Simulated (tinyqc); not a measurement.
From results back to parameters: coherent potential approximation for a binary alloy with a semi-elliptic band. Four cases, with inputs chosen for the exercise.

Problem. With levels eA = -x d and eB = (1 - x) d on a semi-elliptic band of half width W, the alloy density has second moment W^2/4 + x (1 - x) d^2 and third moment x (1 - x)(1 - 2x) d^3 about its centre (exact, and kept by the CPA). The moments below come from hidden x and d > 0.

Case 1.

Values chosen: W = 3.9 eV (half width of the pure band).
second moment = 4.056204 eV^2
third moment = 0.298863 eV^3

Case 2.

Values chosen: W = 3.4 eV (half width of the pure band).
second moment = 3.054025 eV^2
third moment = 0.177147 eV^3

Case 3.

Values chosen: W = 1.9 eV (half width of the pure band).
second moment = 0.966251 eV^2
third moment = 0.004552 eV^3

Case 4.

Values chosen: W = 3 eV (half width of the pure band).
second moment = 3.075973 eV^2
third moment = 3.099876 eV^3

Find: d; x.

Solution. v = m2 - W^2/4 = x (1 - x) d^2 and u = m3/v = (1 - 2x) d; then d^2 = u^2 + 4v and x = (1 - u/d)/2.

Case 1.

d = 1.55 eV
x = 0.12

Case 2.

d = 1.35 eV
x = 0.10

Case 3.

d = 0.51 eV
x = 0.43

Case 4.

d = 4.17 eV
x = 0.05

Computed by tinyqc, one run a case: `OMP_NUM_THREADS=1 python tinyqc.py N N+1 out.jsonl` with N = 1450858, 1450954, 1451012, 1451043; one thread of a shared Intel(R) Xeon(R) Processor @ 2.30GHz, about 0.01 s a run at most.
